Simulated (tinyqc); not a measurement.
Leakage through a gate insulator: direct, Fowler-Nordheim, trap-assisted and Poole-Frenkel currents: one step, computed by the program tinyqc. Command: `OMP_NUM_THREADS=1 python tinyqc.py 3021470 3021471 out.jsonl oxideleak walk`. One thread of a shared host (Intel(R) Xeon(R) Processor @ 2.30GHz), about 0.01 s of CPU time with the checks.

Electrons enter from the cathode Fermi level at x = 0; the conduction band of the insulator lies phi_b - e F x above it, F = V/t. WKB exponents use a parabolic band with mass m.

Question. One trap at several depths. For a level a distance phi(x) below the band, the WKB exponent is 2 int kappa dx with kappa = sqrt(m phi/(hbar^2/2m_0)); for a linear barrier from phi_1 down to phi_2 = max(phi_1 - e F d, 0) it is G = (4/3) sqrt(m/(hbar^2/2m_0)) (phi_1^(3/2) - phi_2^(3/2))/(e F). A trap at depth x lies phi_t below the band. Capture: tunnel at the cathode Fermi level from 0 to x (G_in from phi_1 = phi_b), rate nu_0 exp(-G_in - E_c/k_B T) with E_c = E_a + max(phi_b - phi_t - e F x, 0), the last term being the height of the trap above the cathode Fermi level. Emission: tunnel from the trap level to the anode (G_out from phi_1 = phi_t over t - x), rate nu_0 exp(-G_out - E_a/k_B T). Re-emission to the cathode follows from detailed balance, rate_back = rate_in exp(dE/k_B T) with dE = phi_b - phi_t - e F x. Each trap passes R = rate_in rate_out/(rate_in + rate_back + rate_out) electrons per second; filling from the anode is left out. Depths: t times 0.08, 0.2, 0.32, 0.44, 0.56, 0.68, 0.8 and 0.92, rounded to 0.01 nm.

Inputs (values chosen for the exercise, with an insulator like SiO2):
```
quantity                        value  unit
thickness t                       5.5    nm
barrier phi_b                     3.2    eV
tunnelling mass m                0.39   m_0
voltage across the insulator V      3     V
trap depth phi_t                  2.6    eV
attempt rate nu_0               1e+12   1/s
activation of capture E_a        0.28    eV
temperature T                     450     K
```

Constants: k_B = 8.617333262e-05 eV/K; hbar^2/(2 m_0) = 3.80998212 eV angstrom^2.

Give: Rates.

Answer.

Rates:
```
x (nm)    G_in   G_out  E_c (eV)  rate in (1/s)  rate back (1/s)  rate out (1/s)     R (1/s)
0.44     4.941  32.788      0.64     4.8588e+02       5.2282e+06      4.2133e-06  3.9152e-10
1.10    11.981  32.088      0.28     4.5792e+03       4.5792e+03      8.4803e-06  4.2402e-06
1.76    18.549  29.510      0.28     6.4301e+00       5.9758e-04      1.1168e-04  1.1167e-04
2.42    24.609  25.886      0.28     1.5017e-02       1.2970e-10      4.1863e-03  3.2737e-03
3.08    30.113  21.462      0.28     6.1137e-05       4.9072e-17      3.4940e-01  6.1127e-05
3.74    34.998  16.362      0.28     4.6212e-07       3.4472e-23      5.7292e+01  4.6212e-07
4.40    39.173  10.667      0.28     7.1061e-09       4.9263e-29      1.7039e+04  7.1061e-09
5.06    42.486   4.433      0.28     2.5858e-10       1.6659e-34      8.6843e+06  2.5858e-10
```

The most effective of these traps sits at 2.42 nm, 44 % of the way; where rate back exceeds rate out, re-emission drains the trap, and elsewhere the slower forward step limits R; the best depth is near where rate in and rate out cross.
